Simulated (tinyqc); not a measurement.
Adsorption as a lattice gas: isotherms with interactions, competition, desorption peaks and saturation dose: one step, computed by the program tinyqc. Command: `OMP_NUM_THREADS=1 python tinyqc.py 3006309 3006310 out.jsonl adsorb walk`. One thread of a shared host (Intel(R) Xeon(R) Processor @ 2.30GHz), about 0.2 s of CPU time with the checks.

One adsorbate per site; a molecule needs 1 empty site. Gas and surface have the same temperature.

Question. Flux and the Langmuir coverage. Flux F = p/sqrt(2 pi M k_B T); k_d = nu exp(-E/(k_B T)); s0 F (1 - theta) = N_s k_d theta, so y = s0 F/(N_s k_d), theta = y/(1 + y). With a second gas on the same sites theta = y/(1 + y + K_B p_B).

Inputs (values chosen for the exercise, for a model surface): desorption energy E = 1.87 eV; prefactor nu = 1.5e+14 1/s; site density N_s = 9 1/nm^2; molecular mass M = 10.8 u; sticking coefficient s0 = 0.37; temperature T = 740 K; pressure p = 0.0057 Pa; blocking by a second gas, K_B p_B = 0.052.

Adsorption: molecular (first order).

Constants: u = 1.6605390666e-27 kg; k_B = 1.380649e-23 J/K; k_B = 8.617333262e-05 eV/K.

Give: flux F; k_d; y; Langmuir coverage; coverage with the second gas.

Answer.

flux F = 168.0 1/(nm^2 s)

k_d = 27.57 1/s

y = 0.2505

Langmuir coverage = 0.2003

coverage with the second gas = 0.1923
